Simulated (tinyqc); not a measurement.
# Changing the anneal temperature T

Model: dopants and charged point defects at anneal temperature: Fermi-level effect, clustering and pairing. Computed by tinyqc, a small Python program. Command: `OMP_NUM_THREADS=1 python tinyqc.py 3029666 3029667 out.jsonl pairing sweep`. One thread of a shared host (Intel(R) Xeon(R) Processor @ 2.30GHz), about 0.03 s of CPU time with the checks.

Boltzmann statistics and full ionisation of active dopants. Energies are counted from the valence band; the defect (a vacancy or self-interstitial) has five charge states, with all degeneracy factors one.

Inputs (values chosen for the exercise, with bands modelled on InP):

| quantity | value | unit |
|---|---|---|
| gap at 0 K E_g0 | 1.4 | eV |
| Varshni alpha | 0.000358 | eV/K |
| Varshni beta | 162 | K |
| electron mass m_e | 0.0773 | m_0 |
| valleys M_c | 1 | - |
| hole mass m_h | 0.587 | m_0 |
| total dopant density N | 3.5e+18 | cm^-3 |
| formation enthalpy of the neutral defect H_f | 3.19 | eV |
| formation entropy S_f | 5.8 | k_B |
| site density N_s | 4.2e+22 | cm^-3 |
| dopant atoms per cluster k | 3 | - |
| cluster binding energy E_b | 1.83 | eV |

Dopant: acceptor. Second part: clustering of the dopant.

defect levels as fractions of E_g(T): (2+/+), (+/0), (0/-), (-/2-): 0.18  0.29  0.54  0.8

Constants: m_0 = 9.1093837015e-31 kg; k_B = 1.380649e-23 J/K; h = 6.62607015e-34 J s; k_B = 8.617333262e-05 eV/K.

Method:
- E_g = E_g0 - alpha T^2/(T + beta).
- N_c = 2 M_c (2 pi m_e k_B T/h^2)^(3/2) and N_v = 2 (2 pi m_h k_B T/h^2)^(3/2), masses in units of m_0.
- n_i = sqrt(N_c N_v) exp(-E_g/2 k_B T); E_i = E_g/2 + (k_B T/2) ln(N_v/N_c).
- p = A/2 + sqrt(A^2/4 + n_i^2) for an active density A.
- k ionised dopants and k carriers form one neutral cluster: C = N_s (A/N_s)^k (p/N_b)^k exp(E_b/k_B T), N_b the effective density of states of the majority band, and N = A + k C (60 bisections in ln A between ln N - 90 and ln N).
- chi = n/n_i (for acceptors n_i/p); E_F = E_i + k_B T ln chi; field enhancement h = 1 + A/sqrt(A^2 + 4 n_i^2).
- C_0 = N_s exp(S_f/k_B) exp(-H_f/k_B T). Ratios to the neutral state at E_F = E_i: r_+ = exp((E(+/0) - E_i)/k_B T), r_2+ = r_+ exp((E(2+/+) - E_i)/k_B T), r_- = exp((E_i - E(0/-))/k_B T), r_2- = r_- exp((E_i - E(-/2-))/k_B T); at other E_F state q scales as chi^(-q). The enhancement is sum r_q chi^(-q)/sum r_q. The charge on the defects is left out of neutrality.

One run for each value:

| anneal temperature T (K) | all defects, doped (cm^-3) | enhancement over intrinsic | n_i (cm^-3) | active density A (cm^-3) | mean charge (e) |
|---|---|---|---|---|---|
| 749 | 8.9229e+04 | 5.7688 | 1.0468e+15 | 1.8596e+18 | 1.4467 |
| 825 | 5.6885e+06 | 3.6148 | 3.3811e+15 | 2.7263e+18 | 1.3760 |
| 902 | 1.5927e+08 | 2.0536 | 9.1822e+15 | 3.3143e+18 | 1.2436 |
| 978 | 2.3120e+09 | 1.1505 | 2.1317e+16 | 3.4726e+18 | 1.0493 |
| 1050 | 2.1057e+10 | 0.7345 | 4.2655e+16 | 3.4953e+18 | 0.8469 |
| 1130 | 1.8980e+11 | 0.5085 | 8.3780e+16 | 3.4992e+18 | 0.6265 |
| 1210 | 1.3842e+12 | 0.3956 | 1.5160e+17 | 3.4998e+18 | 0.4162 |
| 1280 | 6.8412e+12 | 0.3441 | 2.4097e+17 | 3.4999e+18 | 0.2377 |

Over the rows, all defects, doped (cm^-3) rises from 89200 to 6.84e12 (exponent d ln y / d ln x 43 between the first rows and 28 between the last); enhancement over intrinsic falls from 5.77 to 0.344 (exponent d ln y / d ln x -4.8 between the first rows and -2.5 between the last); n_i (cm^-3) rises from 1.05e15 to 2.41e17 (exponent d ln y / d ln x 12 between the first rows and 8.2 between the last). A line through ln(all defects) against 1/(k_B T) gives 2.80 eV, against H_f = 3.19 eV for the neutral state alone.
